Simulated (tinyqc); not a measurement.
Thermal stress and diffusional relaxation in a metal film: Coble and Nabarro-Herring creep, cooling and holds: one step, computed by the program tinyqc. Command: `OMP_NUM_THREADS=1 python tinyqc.py 3013409 3013410 out.jsonl creep walk`. One thread of a shared host (Intel(R) Xeon(R) Processor @ 2.30GHz), about 0.07 s of CPU time with the checks.

A thin film on a rigid substrate is stress-free at T0. Tension is positive and the film creeps linearly: d sigma/dt = -M (mismatch) dT/dt - sigma/tau.

Task: Elastic stress after a quench. Thermoelastic slope = M x mismatch; sigma_0 = slope x (T0 - T).

Inputs (values chosen for the exercise, modelled on silver films on silicon):
```
quantity                    value    unit
biaxial modulus M             124     GPa
expansion mismatch             16  1e-6/K
stress-free temperature T0    300       C
hold temperature T            180       C
```

Give: thermoelastic slope; stress after a quench sigma_0.

Result:

thermoelastic slope = 1.984 MPa/K

stress after a quench sigma_0 = 238.08 MPa
